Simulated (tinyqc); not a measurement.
# Input admittance of a MOSFET at zero drain bias: distributed channel and distributed gate: two studies

Source and drain grounded, strong inversion, w = 2 pi f, Cox = eps0 eox/tox. The channel is an RC line of resistance 1/(mu Cox Vo) per square fed from both ends, so one finger has the intrinsic admittance y = i w Cox L tanh(g)/g per width, g = (1/2) sqrt(i w tau), tau = L^2/(mu Vo). The vertical resistance rv/L is in series with y, the overlaps 2 i w Cov in parallel: y_t = 1/(1/y + rv/L) + 2 i w Cov. The gate strip is a line of Rsh/L per length loaded by y_t, so a finger has Y = y_t Wf tanh(k)/k, k = (Wf/sd) sqrt(y_t Rsh/L); the device has Nf Y.

Values chosen for this exercise; values of the order met in silicon radio-frequency transistors:
```
symbol,value,unit,meaning
eox,3.9,,relative permittivity of the gate insulator (close to silicon dioxide)
tox,3.1,nm,insulator thickness
L,0.98,um,channel length
Wf,1.7,um,finger width
Nf,32,,number of fingers
mu,160,cm^2/(V s),channel mobility
Vo,0.45,V,gate overdrive
Rsh,4.9,ohm/square,sheet resistance of the gate
rv,7,ohm um^2,vertical resistivity of the gate stack
sd,2,,number of ends at which a finger is contacted
Cov,0.34,fF/um,overlap and fringe capacitance on each side
f,4.5,GHz,frequency
```

Constants: eps0 = 8.8541878128e-14 F/cm where lengths are in cm. Results are converted to the units shown.

Each table varies one quantity; the others keep the values above.

## Input impedance against frequency

Low-frequency limits, with c = Cox L and ct = c + 2 Cov: R_strip = Rsh Wf/(3 sd^2 L Nf), R_ch = (c/ct)^2 L/(12 mu Cox Vo Wf Nf), R_vert = (c/ct)^2 rv/(L Wf Nf), C = ct Wf Nf. Z = 1/(Nf Y) = R + 1/(i w C), Q = |Im Z|/R, far-point signal |1/cosh k|.

The same in every row: low-frequency R (ohm) = 16.726.

Input impedance against frequency:
```
f (GHz),w tau,|k|,R (ohm),C (fF),Q,signal at the far point
0.04,0.033524,0.0032448,16.726,630.84,377.10,1.0000
0.1,0.083811,0.0051304,16.726,630.83,150.84,1.0000
0.3,0.25143,0.0088848,16.725,630.77,50.287,1.0000
0.9,0.75430,0.015370,16.720,630.23,16.782,0.99999
2,1.6762,0.022792,16.699,627.86,7.5902,0.99997
7,5.8667,0.040019,16.401,596.89,2.3226,0.99968
20,16.762,0.054003,14.499,452.77,1.2122,0.99907
50,41.905,0.066217,9.5811,270.96,1.2261,0.99862
100,83.811,0.080827,5.9554,192.84,1.3859,0.99809
```

R falls from 16.7 to 5.96 ohm and C falls from 631 to 193 fF. Q goes as f^(-1.00) between the first two rows and f^(0.18) between the last two, where w tau = 83.8 and |k| = 0.0808. The low-frequency limits hold both R and C within 5 % up to f = 2 GHz among the rows.

## Effect of the gate overdrive

Same model as above.

Effect of the gate overdrive:
```
Vo (V),w tau,|k|,R (ohm),low-frequency R (ohm),C (fF),Q,signal at the far point
0.2,8.486,0.03034,35.98,37.46,565.5,1.739,0.9998
0.35,4.849,0.03273,21.18,21.46,607.1,2.751,0.9998
0.5,3.394,0.03353,14.97,15.07,618.8,3.818,0.9999
0.65,2.611,0.03387,11.58,11.62,623.7,4.899,0.9999
0.8,2.121,0.03405,9.444,9.469,626.1,5.982,0.9999
0.95,1.786,0.03415,7.981,7.996,627.4,7.063,0.9999
1.1,1.543,0.03422,6.915,6.924,628.3,8.141,0.9999
1.25,1.358,0.03426,6.103,6.110,628.9,9.215,0.9999
```

As Vo goes from 0.2 to 1.25, R falls from 36.0 to 6.10 ohm, C rises from 565 to 629 fF and Q rises from 1.74 to 9.21. Only the channel term depends on Vo.

Numbers from tinyqc (`OMP_NUM_THREADS=1 python tinyqc.py 2262118 2262119 out.jsonl`; about 0.01 s on one thread of a shared Intel Xeon 2.30GHz).
